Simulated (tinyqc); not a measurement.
# Energy and delay of logic against supply voltage: energy and delay against supply voltage

One expression serves below and above threshold: I(Vg) = Ik [ln(1 + exp((Vg - VT + dd V)/(al nf Vt)))]^al, with I_on = I(V) and I_off = I(0). Gate delay td = kd C V/I_on, clock period LD td. Per gate and cycle the switching energy is act C V^2 and the leakage energy I_off V LD td. No short-circuit current, no variation. Minima are sought above 0.09 V; below a few Vt gates no longer switch and the model has no meaning.

EDP = energy times td.

Inputs (values chosen for the exercise); values of the order met in logic technologies:
- T = 358 K (temperature)
- VT = 0.43 V (threshold voltage at zero drain bias)
- nf = 1.35 (slope factor)
- dd = 0.04 (barrier lowering per volt of supply)
- Ik = 0.75 uA (specific current of a gate)
- al = 1.85 (exponent of the current law)
- C = 3.7 fF (load capacitance of a gate)
- kd = 0.9 (delay factor)
- LD = 40 (logic depth)
- act = 0.02 (activity factor)

Constants: q = 1.602176634e-19 C, kB = 1.380649e-23 J/K, Vt = kB T/q. Results are converted to the units shown.

Results:

| V (V) | I_on (uA) | I_off (nA) | td (ps) | switching (aJ) | leakage (aJ) | energy (aJ) | EDP (fJ ps) |
|---|---|---|---|---|---|---|---|
| 0.25 | 0.01148 | 0.03116 | 7.251e4 | 4.625 | 22.60 | 27.22 | 1974 |
| 0.35 | 0.1098 | 0.03430 | 1.062e4 | 9.065 | 5.098 | 14.16 | 150.4 |
| 0.46 | 0.8292 | 0.03811 | 1847 | 15.66 | 1.295 | 16.95 | 31.32 |
| 0.57 | 3.299 | 0.04235 | 575.4 | 24.04 | 0.5555 | 24.60 | 14.15 |
| 0.67 | 7.588 | 0.04660 | 294.0 | 33.22 | 0.3672 | 33.59 | 9.875 |
| 0.78 | 14.48 | 0.05178 | 179.4 | 45.02 | 0.2898 | 45.31 | 8.127 |
| 0.88 | 22.58 | 0.05699 | 129.8 | 57.31 | 0.2603 | 57.57 | 7.471 |
| 1.09 | 44.89 | 0.06968 | 80.86 | 87.92 | 0.2457 | 88.17 | 7.129 |
| 1.2 | 59.31 | 0.07741 | 67.37 | 106.6 | 0.2503 | 106.8 | 7.196 |

Estimate the missing row, V = 0.99 V.

Computed row:

| V (V) | I_on (uA) | I_off (nA) | td (ps) | switching (aJ) | leakage (aJ) | energy (aJ) | EDP (fJ ps) |
|---|---|---|---|---|---|---|---|
| 0.99 | 33.39 | 0.06331 | 98.73 | 72.53 | 0.2475 | 72.77 | 7.185 |

With this row back in the table: td falls from 72500 to 67.4 ps; the energy goes from 27.2 through a minimum of 14.2 (at V = 0.35 V among the rows listed) to 107 aJ and the EDP goes from 1970 through a minimum of 7.13 (at V = 1.09 V among the rows listed) to 7.20 fJ ps. The exact minima lie at V = 0.368 V for the energy and 1.08 V for the EDP. Going from 1.2 V to the energy minimum saves a factor of 7.64 in energy and costs a factor of 113 in delay. Below the minimum the leakage energy rises faster than the switching energy falls, because the clock period grows so steeply.

tinyqc, about 0.01 s, one thread, Intel Xeon 2.30GHz (shared host): `OMP_NUM_THREADS=1 python tinyqc.py 2082014 2082015 out.jsonl`
